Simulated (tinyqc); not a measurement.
Five-level k.p model folded onto the conduction band: one step. The matrix at one k. Three cases, with inputs chosen for the exercise.

Problem. Fill in the matrix.

For k along z and one spin sector the level c couples to four states. With c0 = hbar^2/2m0, P = sqrt(Ep c0), P2 = sqrt(Ep2 c0): diagonal Eg + (1 + Cm) c0 k^2 for c, and 0, -Dso, E7 + D2, E7 for lh, so, G8 up, G7 up (their own dispersion is left out); couplings of c: sqrt(2/3) P k to lh, sqrt(1/3) P k to so, sqrt(2/3) P2 k to G8 up, sqrt(1/3) P2 k to G7 up (phases chosen real).

Constants: hbar^2/2m0 = 3.80998211 eV angstrom^2.

Case 1.

Values chosen (near those of GaSb; shifted at random, so the results belong to these values and not to a real crystal): Eg = 0.827 eV (gap at Gamma to the s-like level); Dso = 0.778 eV (spin-orbit splitting); Ep = 26.8 eV (Kane energy); E7 = 3.12 eV (upper Gamma7 conduction level, from the valence top); D2 = 0.31 eV (its spin-orbit splitting, Gamma8 above Gamma7); Ep2 = 4.7 eV (Kane energy to the upper levels); Cm = -0.4 (remote term in 1/m); k = 0.047 1/angstrom (wave vector along z).

Case 2.

Values chosen (near those of ZnSe; shifted at random, so the results belong to these values and not to a real crystal): Eg = 2.742 eV (gap at Gamma to the s-like level); Dso = 0.413 eV (spin-orbit splitting); Ep = 23.1 eV (Kane energy); E7 = 7.19 eV (upper Gamma7 conduction level, from the valence top); D2 = 0.1 eV (its spin-orbit splitting, Gamma8 above Gamma7); Ep2 = 1.4 eV (Kane energy to the upper levels); Cm = -2.9 (remote term in 1/m); k = 0.099 1/angstrom (wave vector along z).

Case 3.

Values chosen (near those of GaSb; shifted at random, so the results belong to these values and not to a real crystal): Eg = 0.823 eV (gap at Gamma to the s-like level); Dso = 0.748 eV (spin-orbit splitting); Ep = 26.9 eV (Kane energy); E7 = 3.16 eV (upper Gamma7 conduction level, from the valence top); D2 = 0.33 eV (its spin-orbit splitting, Gamma8 above Gamma7); Ep2 = 4 eV (Kane energy to the upper levels); Cm = -1.6 (remote term in 1/m); k = 0.028 1/angstrom (wave vector along z).

Give: H.

Solution.

Case 1.

H (eV), lower triangle:
```
             c  lh        so    G8 up    G7 up
c      0.83205
lh     0.38778   0
so     0.27420   0  -0.77800
G8 up  0.16239   0         0  3.43000
G7 up  0.11483   0         0        0  3.12000
```

Case 2.

H (eV), lower triangle:
```
             c  lh        so    G8 up    G7 up
c      2.67105
lh     0.75833   0
so     0.53622   0  -0.41300
G8 up  0.18669   0         0  7.29000
G7 up  0.13201   0         0        0  7.19000
```

Case 3.

H (eV), lower triangle:
```
             c  lh        so    G8 up    G7 up
c      0.82121
lh     0.23145   0
so     0.16366   0  -0.74800
G8 up  0.08925   0         0  3.49000
G7 up  0.06311   0         0        0  3.16000
```

Computed by tinyqc, one run a case: `OMP_NUM_THREADS=1 python tinyqc.py N N+1 out.jsonl` with N = 1051358, 1051406, 1051589; one thread of a shared Intel(R) Xeon(R) Processor @ 2.30GHz, about 0.01 s a run at most.
